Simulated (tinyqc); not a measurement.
# Elastic strain and critical thickness of a cubic alloy layer A(1-x)B(x) on a thick substrate, step by step

A worked calculation. Computed by tinyqc, a small Python program that keeps every step. Command: `OMP_NUM_THREADS=1 python tinyqc.py 3015309 3015310 out.jsonl misfit walk`. One thread of a shared host (Intel(R) Xeon(R) Processor @ 2.30GHz), about 0.01 s of CPU time with the checks. Intermediate numbers are printed to about 6 digits and carried at full precision; extremes and crossings named in words are read from the listed rows.

Strain is positive in tension. The layer is coherent with the substrate unless said otherwise.

Inputs (values chosen for the exercise, modelled on Ga(1-x)In(x)As on InP):
```
quantity                                 value        unit
fraction x of B                           0.32           -
lattice constant a_A                     5.653    angstrom
lattice constant a_B                     6.058    angstrom
substrate lattice constant a_S           5.869    angstrom
layer thickness h                           20          nm
biaxial modulus of the substrate M_S       104         GPa
substrate thickness t_S                    525  micrometre
wafer diameter W                           150          mm
X-ray wavelength                      1.540593    angstrom
start of the iteration h0/b               1000           -
```

Growth plane: (001). Layer: uncapped. Misfit dislocation: 60-degree.

C11, C12, C44 of A (GPa): 119.3  53.82  58.88

C11, C12, C44 of B (GPa): 84.28  44.91  40.05

## Alloy by Vegard's rule, and misfit

a = (1 - x) a_A + x a_B, the same rule for each C_ij; misfit f = (a_S - a)/a, the in-plane strain of the coherent layer.

free lattice constant a = 5.7826 angstrom

elastic constants (GPa): C11 108.0936, C12 50.9688, C44 52.8544

misfit f = 0.0149414

The layer is stretched in the plane by 1.49 %.

## Biaxial strain, stress and energy

(001): D = 2 C12/C11, M = C11 + C12 - 2 C12^2/C11. The free surface carries no normal stress, so e_perp = -D f; dV/V = 2 f + e_perp; stress = M f; energy per area = M f^2 h (1 GPa nm = 1 J/m^2).

ratio D = 0.943049

normal strain e_perp = -0.0140905

volume strain dV/V = 0.0157923

biaxial modulus M = 110.996 GPa

in-plane stress = 1.65844 GPa

strain energy per area = 0.495587 J/m^2

## Symmetric X-ray reflection

Reflection 004: d = a_perp/sqrt(16), with a_perp = a (1 + e_perp) for the coherent layer, a for the relaxed layer and a_S for the substrate; sin(theta) = lambda/(2 d).

Bragg angles:
```
crystal         a_perp (angstrom)  theta (degrees)  from substrate (arcsec)
substrate                 5.86900          31.6678                     0.00
coherent layer            5.70112          32.7145                  3768.00
relaxed layer             5.78260          32.1974                  1906.48
```

peak separation of the coherent layer = 3768.00 arcsec

The coherent layer lies 1.98 times as far from the substrate peak as a relaxed one, about 1 + D = 1.94: reading its peak as relaxed would overstate the mismatch by that factor.

## Isotropic constants and the prefactor A

Voigt averages: G = (C11 - C12 + 3 C44)/5, B = (C11 + 2 C12)/3, nu = (3 B - 2 G)/(2 (3 B + G)); b = a/sqrt(2). The 60-degree dislocation has cos alpha = 1/2, and cos lambda = 1/2 on (001). Matthews-Blakeslee: h_c = A [ln(h_c/b) + 1], A = b (1 - nu cos^2 alpha)/(8 pi |f| (1 + nu) cos lambda), the factor 8 pi being that of an uncapped layer.

shear modulus G = 43.1376 GPa

Poisson ratio nu = 0.244414

Burgers vector b = 0.408892 nm

prefactor A = 1.64309 nm

## Critical thickness by fixed-point iteration

Start at h0, put the right side back in, and stop when the change is below 1e-9 h or h turns negative.

Iteration:
```
step  h in (nm)  h out (nm)   change (nm)
1       408.892     12.9931  -3.95898e+02
2        12.993      7.3261  -5.66705e+00
3         7.326      6.3846  -9.41457e-01
4         6.385      6.1586  -2.26004e-01
5         6.159      6.0994  -5.92167e-02
6         6.099      6.0835  -1.58752e-02
7         6.084      6.0792  -4.28211e-03
...         ...         ...           ...
12        6.078      6.0777  -6.17897e-06
13        6.078      6.0777  -1.67048e-06
14        6.078      6.0777  -4.51611e-07
15        6.078      6.0777  -1.22093e-07
16        6.078      6.0777  -3.30076e-08
17        6.078      6.0777  -8.92357e-09
18        6.078      6.0777  -2.41248e-09
```

critical thickness h_c (Matthews-Blakeslee) = 6.07765 nm

Converged; near the root each step shrinks the error by A/h_c = 0.270. h_c is 14.9 Burgers vectors.

## Equilibrium strain at the thickness h

For h > h_c the same force balance gives the strain left, |e| = |f| A [ln(h/b) + 1]/h, and below h_c e = f; relaxation = 1 - e/f; dislocations per length across each line direction = (|f| - |e|)/(b cos lambda).

strain left e = 0.00600252

relaxation = 59.8262 %

dislocation line density = 43.7224 1/micrometre

h is 3.29 h_c: in equilibrium dislocations lie 22.9 nm apart; slow nucleation and glide can keep a real layer more strained.

## Wafer curvature of the coherent layer

Stoney: curvature = 6 |stress| h/(M_S t_S^2); radius = 1/curvature; bow = curvature W^2/8.

curvature = 0.00694270 1/m

radius of curvature = 144.036 m

bow = 19.5263 micrometre

Caution: the curvature assumes a coherent layer, but h exceeds h_c.

## Force balance against energy balance

People-Bean: h_c = P ln(h_c/b), P = (1 - nu)/(1 + nu) b^2/(16 pi sqrt(2) a f^2). The misfit is scaled by 0.25, 0.4, 0.6, 1, 1.5, 2.2 at fixed a, b and nu; the upper root is taken, and rows with A < 1.3 b or P < 3 b, where the roots shrink to the core size or vanish, are left out.

Critical thickness:
```
|f| (%)  Matthews-Blakeslee (nm)  People-Bean (nm)    ratio
0.37353                  36.0026           1446.25  40.1706
0.59766                  20.1093            490.13  24.3732
0.89648                  11.9901            188.47  15.7184
1.49414                   6.0777             54.03   8.8892
2.24121                   3.4229             18.83   5.5010
3.28710                   1.8903              6.22   3.2917
```

The exponents d ln h_c/d ln f are -1.24 and -2.30 between the first rows, steeper than the -1 and -2 of the prefactors because of the logarithm. The ratio falls from 40.2 to 3.29 as the misfit grows. Where People-Bean lies above, a layer between the lines is metastable: dislocations would lower the energy but have to be nucleated. Above about 2 % misfit islands may come first.

Checks made by the program: D and M against the full stiffness tensor (relative difference below 1e-10); h_c against the Lambert function, -A W_(-1)(-b/(A e)) (relative difference 2e-10).
